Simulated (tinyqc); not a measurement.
The sixth-power law: interface roughness in a thin film (subband fluctuation and scattering).

Square well of width t, barriers V0, c = hbar^2/2m0: E1 solves k t + 2 atan[(k/mz)/(kappa/mb)] = pi, k = sqrt(mz E/c), kappa = sqrt(mb (V0 - E)/c). One interface is rough, so the subband edge fluctuates by G dt with G = |dE1/dt| (central difference of 0.01 angstrom; 2 E1/t for hard walls).

Gaussian roughness spectrum S(q) = pi D^2 Lc^2 exp(-q^2 Lc^2/4). Degenerate gas, taken to fill one subband (the second starts to fill once c kF^2/md exceeds E2 - E1, which is not tested here): kF = sqrt(2 pi Ns/gv), q = 2 kF sin(theta/2), 1/tau = (md/(2 pi c hbar)) G^2 times the integral from 0 to pi of S(q)(1 - cos theta)/eps(q)^2 dtheta, eps(q) = 1 + qs/q with screening (qs = gv md q0/(c eps), q0 = e^2/(4 pi eps0), form factors left out, which overstates the screening; other scattering is left out too, so these values lie far above measured mobilities in all but the thinnest films) or 1 without; mobility = tau c2/md with c2 = e/m0 = 1.75882e15 cm^2/(V s^2); 1e12/cm^2 = 1e-4/angstrom^2.

Constants: hbar^2/2m0 = 3.80998211 eV angstrom^2; hbar = 6.58211957e-16 eV s; e^2/(4 pi eps0) = 14.39964547 eV angstrom.

Parameters, chosen for this exercise (near those of a thin InGaAs channel; shifted at random, so the results belong to these values and not to a real crystal):
- mz = 0.045 m0 (confinement mass)
- V0 = 2.11 eV (barrier)
- mb = 0.26 m0 (barrier mass)
- md = 0.045 m0 (mass in the plane)
- gv = 1 (valleys)
- D = 2.2 angstrom (rms height of the roughness)
- Lc = 14 angstrom (correlation length)
- Ns = 1 x 1e12/cm^2 (sheet density)
- eps = 10.7 (mean dielectric constant at the channel)
- ts = (24, 31, 37, 44, 55, 70, 92) angstrom (thicknesses)

Screened mobility against thickness for the finite barrier and for hard walls.

Results:

| t (angstrom) | E1 (meV) | G (meV/angstrom) | mobility (cm^2/(V s)) | the same, hard walls |
|---|---|---|---|---|
| 24 | 339.5 | 15.864 | 1.23e+04 | 211 |
| 31 | 252.2 | 9.765 | 3.24e+04 | 981 |
| 37 | 203.0 | 6.886 | 6.51e+04 | 2.84e+03 |
| 55 | 120.4 | 3.023 | 3.38e+05 | 3.06e+04 |
| 70 | 85.5 | 1.780 | 9.74e+05 | 1.30e+05 |
| 92 | 56.7 | 0.951 | 3.42e+06 | 6.70e+05 |

Give the missing row, t (angstrom) = 44.

Computed row:
```
t (angstrom)  E1 (meV)  G (meV/angstrom)  mobility (cm^2/(V s))  the same, hard walls
44               162.5             4.839               1.32e+05              8.02e+03
```

With hard walls G goes as 1/t^3 and the mobility as t^6. With the finite barrier the local exponent is 3.79 at the thin end and 4.59 at the thick end, since the envelope leaks out and softens the dependence. The least value is 1.23e+04 cm^2/(V s). The gate field, which also presses carriers to the interface, is left out. Up to t = 24 angstrom G D exceeds half of EF - E1, where the Born rate fails.

Program tinyqc; command `OMP_NUM_THREADS=1 python tinyqc.py 1252756 1252757 out.jsonl`; about 0.01 s on one thread of a shared Intel(R) Xeon(R) Processor @ 2.30GHz.
